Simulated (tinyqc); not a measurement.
Random alloy fluctuations: inter-valley coupling by envelope functions against a chain of atomic planes.

Chain: E(phi) = e0 + 2 v cos(phi) + 2 u cos(2 phi), cos(phi0) = -v/(4u), e0 = 2u + v^2/(4u); plane j = 0, 1, ... has the potential V_j = dE x_j + F (j - 30) a/4 (1 MV/m = 1e-4 V/angstrom). There are 30 barrier planes a side; with y = j - 29.5, x_j = xb (f(y) + f(Nw - y)), f(y) = 1/(1 + exp(y/L)), plus any Ge added in the well. The valley splitting is the spacing of the two lowest levels. Envelope theory: F_j solves a one-valley chain with hopping -b and diagonal 2b + V_j, b = 4u sin^2(phi0), sum F_j^2 = 1; the valleys couple by Dv = sum_j F_j^2 V_j exp(-2 i phi0 j) and split by 2|Dv|.

Values chosen for the exercise (near those of the Delta valleys of silicon in a SiGe well; not measured data):
- a = 5.431 angstrom (lattice constant; planes lie a/4 apart)
- u = 0.628 eV (second-neighbour hopping)
- v = 0.754 eV (nearest hopping)
- Nw = 47 (planes in the well)
- L = 1 planes (interface width)
- xb = 0.35 (Ge fraction of the barriers)
- dE = 0.5 eV (offset per unit Ge fraction)
- F = 8 MV/m (field)
- x0 = 9573 (start of the number sequence)
- na = 12000 (atoms a plane under the dot)

A uniform fraction x is added on all planes. Each plane j then fluctuates by q sqrt(x_j (1 - x_j)/na) in Ge fraction, q = sqrt12 (z/2147483647 - 1/2) with z(new) = 16807 z mod 2147483647 from x0, restarted for each row; 24 samples. Theory: Dv is a complex Gaussian with sigma^2 = dE^2 sum F_j^4 x_j (1 - x_j)/na, and the mean splitting is sqrt(pi) sigma if the smooth part is negligible.

Splitting (micro-eV):
```
x     sigma  sqrt(pi) sigma  mean of 24  least  largest
0.00   24.0            42.6        39.4    4.0     92.9
0.01   86.1           152.5       159.5   25.1    373.7
0.02  118.7           210.4       222.6   42.1    535.2
0.05  182.6           323.6       345.0   74.3    847.7
0.10  250.3           443.6       474.4  107.5   1176.7
```

Without added Ge the disorder sits in the barriers, where the state is small: mean 39.4 micro-eV, against 5.4 for the smooth well. With 5 % Ge in the well the mean is 345, theory 324, with a statistical error of about 11 % for 24 samples; the miss is +7 %, and since every row reuses one sequence the rows with added Ge miss alike. The spread grows with the mean: at 5 % the samples run from 74 to 848, so small splittings remain possible. sigma falls as 1/sqrt(na) for larger dots. A chain with one orbital a plane has no Bloch-function factor, which scales all these couplings down in fuller models.

(tinyqc, `OMP_NUM_THREADS=1 python tinyqc.py 1482745 1482746 out.jsonl`, Intel(R) Xeon(R) Processor @ 2.30GHz, 1 thread, shared host, about 0.05 s.)
